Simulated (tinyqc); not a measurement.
Extended Hueckel theory, for H4, step by step. One step of it, computed by the program tinyqc.

Problem. Orbitals. Solve H C = S C e through S^(-1/2); fill by pairs from the bottom, a degenerate level sharing its electrons equally; each orbital has its largest coefficient positive (the first on a tie).

H (eV):
```
            1H 1s       2H 1s       3H 1s       4H 1s
1H 1s  -13.600000  -13.275189   -3.450506   -0.612181
2H 1s  -13.275189  -13.600000  -14.325353   -3.450506
3H 1s   -3.450506  -14.325353  -13.600000  -13.275189
4H 1s   -0.612181   -3.450506  -13.275189  -13.600000
```

overlap S:
```
          1H 1s     2H 1s     3H 1s     4H 1s
1H 1s  1.000000  0.488058  0.126857  0.022507
2H 1s  0.488058  1.000000  0.526667  0.126857
3H 1s  0.126857  0.526667  1.000000  0.488058
4H 1s  0.022507  0.126857  0.488058  1.000000
```

valence electrons = 4

Give: orbital energies; occupations; coefficients; sum of one-electron energies.

Solution.

orbital energies (eV): -20.1867  -15.5350  -4.9052  20.5283

occupations: 2.0000  2.0000  0.0000  0.0000

coefficients:
```
          MO1      MO2      MO3      MO4
1H 1s  0.2829   0.5806   0.7519  -0.6126
2H 1s  0.4217   0.3028  -0.5044   1.1745
3H 1s  0.4217  -0.3028  -0.5044  -1.1745
4H 1s  0.2829  -0.5806   0.7519   0.6126
```

sum of one-electron energies = -71.4433 eV
